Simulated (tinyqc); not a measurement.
# Metal gate on a two-layer dielectric stack with fixed charge and a dipole: flat band against the thickness t2

Gate, layer 2, layer 1, p-type semiconductor; x runs from the gate inwards. Charges are counted in units of +q. psi is the band bending at the surface, positive towards inversion. Classical charge, Boltzmann statistics, no interface traps.

EOT = 3.9 (t1/e1 + t2/e2), Cox = eps0/(t1/e1 + t2/e2); phi_ms = pM - (chi + Eg - Vt ln(Nv/Na)). Vfb = phi_ms + Vd - (q/eps0) [Q1 (t1/e1 + t2/e2) + Q2 t2/e2 + r1 (t1^2/(2 e1) + t1 t2/e2) + r2 t2^2/(2 e2)]: each charge counts with its electrical distance from the gate. ni = sqrt(Nc Nv) exp(-Eg/(2 Vt)), Eg in volts, pB = Vt ln(Na/ni), Vth = Vfb + 2 pB + sqrt(4 q eps0 eps_r Na pB)/Cox.

Inputs (values chosen for the exercise); band and dielectric values close to those of silicon, layer 1 close to silicon dioxide, layer 2 close to hafnium oxide: temperature T = 350 K; band gap Eg = 1.11 eV; relative permittivity eps_r = 11.5; conduction-band density of states at T Nc = 3.49e19 cm^-3; valence-band density of states at T Nv = 3.36e19 cm^-3; electron affinity chi = 4.03 eV; acceptor density Na = 2.9e16 cm^-3; work function of the gate metal pM = 4.18 eV; thickness of layer 1, next to the semiconductor t1 = 1 nm; relative permittivity of layer 1 e1 = 4.03; relative permittivity of layer 2 e2 = 21.4; fixed charge at the semiconductor interface Q1 = 1.2e11 cm^-2; fixed charge between the layers Q2 = -1.4e12 cm^-2; uniform charge density in layer 1 r1 = 2.9e18 cm^-3; uniform charge density in layer 2 r2 = 0 cm^-3; flat-band shift by a dipole layer between the layers Vd = -0.11 V.

Constants: q = 1.602176634e-19 C, kB = 1.380649e-23 J/K, Vt = kB T/q, eps0 = 8.8541878128e-14 F/cm where lengths are in cm. Results are converted to the units shown.

Result of one run:
```
t2 (nm),EOT (nm),Vfb (V),Vth (V)
8.7,2.5533,-0.79629,-0.053545
```

What becomes of these results when the thickness of layer 2, next to the gate t2 is changed from 8.7 to 4.9 nm, all else the same?

Result of the changed run:
```
t2 (nm),EOT (nm),Vfb (V),Vth (V)
4.9,1.8607,-0.82810,-0.10148
```

The whole series:
```
t2 (nm),EOT (nm),Vfb (V),Vth (V)
1,1.1500,-0.86074,-0.15068
2.3,1.3869,-0.84986,-0.13428
3.6,1.6238,-0.83898,-0.11788
4.9,1.8607,-0.82810,-0.10148
6.1,2.0794,-0.81805,-0.086343
7.4,2.3163,-0.80717,-0.069944
8.7,2.5533,-0.79629,-0.053545
10,2.7902,-0.78540,-0.037146
```

Vfb rises from -0.861 to -0.785 V and Vth rises from -0.151 to -0.0371 V. The slope dVfb/dEOT is 45.9 mV/nm between the first two rows and 45.9 between the last two: a straight line, set by the charge below the growing layer, which reads as -9.90e11 cm^-2. A line through the end rows meets EOT = 0 at -0.914 V, against phi_ms + Vd = -0.857 V; an effective work function read from it is off by -166 mV from pM.

Program tinyqc, `OMP_NUM_THREADS=1 python tinyqc.py 2010167 2010168 out.jsonl`; Intel Xeon 2.30GHz, shared host, one thread, about 0.01 s.
